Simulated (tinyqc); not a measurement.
# MOSFET in the linear regime without short-channel effects, parameter extraction from computed curves: extraction methods against the source plus drain resistance

Inversion charge Q = Cox n Vt W0(exp((Vg - VT)/(n Vt))), W0 the Lambert function and n = nf; u = Q/Cox; mobility mu = mu0/(1 + th1 u + th2 u^2); channel resistance Rch = (L - dL)/(W mu Q); Id = Vd/(Rch + Rsd/W). Cox = eps0 eox/tox. Small Vd, no channel-length or drain effects.

From the continuous curve Id(Vg): tangent at peak gm (V_ext = Vg - Id/gm); constant current Id = 0.1 uA W/L; peak of d2Id/dVg2; Y = Id/sqrt(gm) drawn through Vg = VT + 0.6 and VT + 0.8 V, with intercept VT_Y and slope s. Mobilities gm,max L/(W Cox Vd) and s^2 L/(W Cox Vd) with the drawn L. Last column: share of Rsd/W in the total resistance at VT + 0.8 V.

Inputs (values chosen for the exercise); channel values of the order met in silicon transistors: temperature T = 400 K; relative permittivity of the gate insulator (close to silicon dioxide) eox = 3.9; insulator thickness tox = 4.6 nm; low-field mobility mu0 = 460 cm^2/(V s); first mobility attenuation factor th1 = 0.78 1/V; second mobility attenuation factor th2 = 0.03 1/V^2; threshold voltage VT = 0.58 V; body factor nf = 1.26; gate width W = 0.5 um; drawn gate length L = 0.098 um; drawn less effective length dL = 0.016 um; drain voltage Vd = 0.01 V.

Constants: q = 1.602176634e-19 C, kB = 1.380649e-23 J/K, Vt = kB T/q, eps0 = 8.8541878128e-14 F/cm where lengths are in cm. Results are converted to the units shown.

Result of one run:

| V_ext (V) | constant current (V) | second derivative (V) | VT_Y (V) | mobility from gm (cm^2/(V s)) | mobility from Y (cm^2/(V s)) | series share (%) |
|---|---|---|---|---|---|---|
| 0.550 | 0.582 | 0.556 | 0.633 | 284 | 492 | 27.1 |

Which source plus drain resistance Rsd gave this result: 0, 50, 200, 800 or 1500 ohm um?

Rsd = 200 ohm um.

The whole series:

| Rsd (ohm um) | V_ext (V) | constant current (V) | second derivative (V) | VT_Y (V) | mobility from gm (cm^2/(V s)) | mobility from Y (cm^2/(V s)) | series share (%) |
|---|---|---|---|---|---|---|---|
| 0 | 0.568 | 0.580 | 0.563 | 0.633 | 341 | 492 | 0 |
| 50 | 0.562 | 0.581 | 0.561 | 0.633 | 323 | 492 | 8.49 |
| 100 | 0.557 | 0.581 | 0.559 | 0.633 | 308 | 492 | 15.6 |
| 200 | 0.550 | 0.582 | 0.556 | 0.633 | 284 | 492 | 27.1 |
| 400 | 0.539 | 0.583 | 0.551 | 0.633 | 249 | 492 | 42.6 |
| 800 | 0.525 | 0.586 | 0.542 | 0.633 | 204 | 492 | 59.7 |
| 1500 | 0.510 | 0.592 | 0.531 | 0.633 | 161 | 492 | 73.6 |

The model has VT = 0.58 V and mu0 = 460 cm^2/(V s). Over the table the extracted thresholds move by 58 mV (tangent), 12 mV (constant current), 32 mV (second derivative), under 0.5 mV (Y function). The mobility from gm falls from 341 to 161 and that from Y stays near 492 cm^2/(V s). Y cancels the series resistance, which multiplies Id and sqrt(gm) by the same factor.

Numbers from tinyqc (`OMP_NUM_THREADS=1 python tinyqc.py 2210005 2210006 out.jsonl`; about 0.01 s on one thread of a shared Intel Xeon 2.30GHz).
